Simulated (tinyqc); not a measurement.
# Hydrogen passivation and dissociation of interface defects with a spread of activation energies, step by step

A worked calculation. Computed by tinyqc, a small Python program that keeps every step. Command: `OMP_NUM_THREADS=1 python tinyqc.py 3009081 3009082 out.jsonl passivation walk`. One thread of a shared host (Intel(R) Xeon(R) Processor @ 2.30GHz), about 0.01 s of CPU time with the checks. Intermediate numbers are printed to about 6 digits and carried at full precision; extremes and crossings named in words are read from the listed rows.

Active defects P react as P + H2 -> HP + H and HP -> P + H; released atomic hydrogen is removed. All defects start active. Activation energies are normally distributed, independently for the two reactions.

Inputs (values chosen for the exercise, for a model interface):

| quantity | value | unit |
|---|---|---|
| defect density N_0 | 6.4e+11 | cm^-2 |
| mean passivation energy E_f | 1.63 | eV |
| spread s_f | 0.048 | eV |
| prefactor k_f0 | 4.6e-09 | cm^3/s |
| mean dissociation energy E_d | 2.83 | eV |
| spread s_d | 0.056 | eV |
| prefactor k_d0 | 2.5e+13 | 1/s |
| dissolved hydrogen [H2] | 1.1e+16 | cm^-3 |
| anneal temperature T | 780 | K |
| anneal time t | 9500 | s |

Ambient: hydrogen.

Constants: k_B = 8.617333262e-05 eV/K.

## Sites at the mean energies

a = k_f0 [H2] exp(-E_f/k_B T), b = k_d0 exp(-E_d/k_B T); the active share of one kind of site is b/(a + b) + (a/(a + b)) exp(-(a + b) t).

passivation rate a = 0.00148698 1/s

dissociation rate b = 1.29596e-05 1/s

active share, single energy = 0.00864069

steady active share, single energy = 0.00864004

## A five-point average

Gauss-Hermite nodes for a unit normal variable, z = 0, +/-1.355626, +/-2.856970 with weights 0.533333, 0.222076, 0.011257; E_f + s_f z is varied at the mean E_d.

Nodes:

| z | weight | energy (eV) | rate (1/s) | active share |
|---|---|---|---|---|
| -2.856970 | 0.011257 | 1.49287 | 0.0114385 | 0.001132 |
| -1.355626 | 0.222076 | 1.56493 | 0.0039151 | 0.003299 |
| 0.000000 | 0.533333 | 1.63000 | 0.0014870 | 0.008641 |
| 1.355626 | 0.222076 | 1.69507 | 0.0005648 | 0.026473 |
| 2.856970 | 0.011257 | 1.76713 | 0.0001933 | 0.194901 |

active share, five points = 0.0134269

## Average over the spread

Full average: z from -5 to 5 in steps of 0.125 with normalised weights exp(-z^2/2), energy = mean + spread x z, over both energies.

active share = 0.0175672

active defects = 1.12430e+10 cm^-2

The spread changes the active share from 0.00864 to 0.0176: sites that passivate slowly or dissociate easily weigh most in the average.

## Isochronal anneals

The formulas are those given above.

Same time, other temperatures:

| T (K) | a (1/s) | b (1/s) | active share, single energy | active share, spread |
|---|---|---|---|---|
| 450 | 2.81160e-11 | 5.05051e-19 | 1.000000 | 0.999999 |
| 525 | 1.13983e-08 | 1.70269e-14 | 0.999892 | 0.999810 |
| 600 | 1.02980e-06 | 4.23630e-11 | 0.990265 | 0.985208 |
| 675 | 3.41995e-05 | 1.85440e-08 | 0.722626 | 0.678657 |
| 750 | 5.63680e-04 | 2.40534e-06 | 0.008847 | 0.045385 |
| 825 | 5.58175e-03 | 1.28817e-04 | 0.022558 | 0.035897 |
| 900 | 3.77183e-02 | 3.55335e-03 | 0.086097 | 0.114803 |
| 975 | 1.89966e-01 | 5.88384e-02 | 0.236485 | 0.266478 |
| 1050 | 7.59442e-01 | 6.52436e-01 | 0.462105 | 0.466920 |
| 1125 | 2.52390e+00 | 5.24926e+00 | 0.675306 | 0.657115 |

The active share is lowest, 0.0359, at 825 K of those listed: below, passivation is too slow for this time, and above, dissociation competes. A single energy would promise 0.00885 (at 750 K), so among these rows the spread raises the floor by a factor 4.1.

## Isothermal kinetics

Times are decades about 1/(a + b) of the mean site. The last column is the part of the change still to come; rows stop once it is below 1e-5.

Against time:

| t (s) | active share, single energy | active share, spread | unreacted part |
|---|---|---|---|
| 0.7 | 0.998960 | 0.998658 | 0.998638 |
| 7 | 0.989646 | 0.986717 | 0.986513 |
| 70 | 0.901189 | 0.879153 | 0.877291 |
| 700 | 0.355568 | 0.364998 | 0.355213 |
| 7000 | 0.008667 | 0.021372 | 0.006292 |

A single energy finishes within about two decades of time. With the spread the unreacted part is 0.99 at 7 s and still 0.0063 at 7000 s, where one energy leaves 2.8e-5: a width of s/k_B T = 0.71 in ln(rate) stretches the decay only mildly.

Checks made by the program: the average on a grid twice as fine (relative difference 2e-06).
